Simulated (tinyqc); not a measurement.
p-n heterojunction, non-linear Poisson equation by Newton steps, Boltzmann statistics: one step of the calculation.

One dimension, material 1 (p-type) at x < 0 and material 2 (n-type) at x > 0. Band edges: Ec = -psi in material 1 and -psi + dEc in material 2, Ev = Ec - Eg. Flat quasi-Fermi levels: 0 for holes, +V for electrons. n = Nc F((EFn - Ec)/Vt), p = Nv F((Ev - EFp)/Vt), with F(eta) = exp(eta) (Boltzmann statistics); full ionisation, no interface charge, classical densities; the doping types are chosen for the exercise.

Question. Offsets and end potentials. dEv = Ev1 - Ev2 = Eg2 - Eg1 - dEc. Neutrality of the majority carriers far from the junction: Nv1 F((-psi_L - Eg1)/Vt) = N1 and Nc2 F((V + psi_R - dEc)/Vt) = N2. Total bending psi_R - psi_L.

Values chosen for this exercise; band and dielectric values those of a made-up pair:
- T = 350 K (temperature)
- Eg1 = 1.7 eV (band gap of material 1)
- Nv1 = 1.16e19 cm^-3 (valence-band density of states of material 1)
- Eg2 = 1.27 eV (band gap of material 2)
- Nc2 = 8.44e17 cm^-3 (conduction-band density of states of material 2)
- dEc = -0.41 eV (conduction-band offset Ec2 - Ec1)
- N1 = 8.6e16 cm^-3 (acceptor density of material 1)
- N2 = 1.3e16 cm^-3 (donor density of material 2)
- V = -2.4 V (bias of side 1 against side 2)

Constants: q = 1.602176634e-19 C, kB = 1.380649e-23 J/K, Vt = kB T/q. Results are converted to the units shown.

Find: dEv; psi_L; psi_R; psi_R - psi_L.

Answer.

dEv = -0.020000 eV
psi_L = -1.5521 V
psi_R = 1.8641 V
psi_R - psi_L = 3.4162 V

The alignment is straddling (type I): dEc and dEv have the same sign.

Computed by the program tinyqc: `OMP_NUM_THREADS=1 python tinyqc.py 2040130 2040131 out.jsonl`, one thread of a shared Intel Xeon 2.30GHz, about 0.04 s for the whole run.
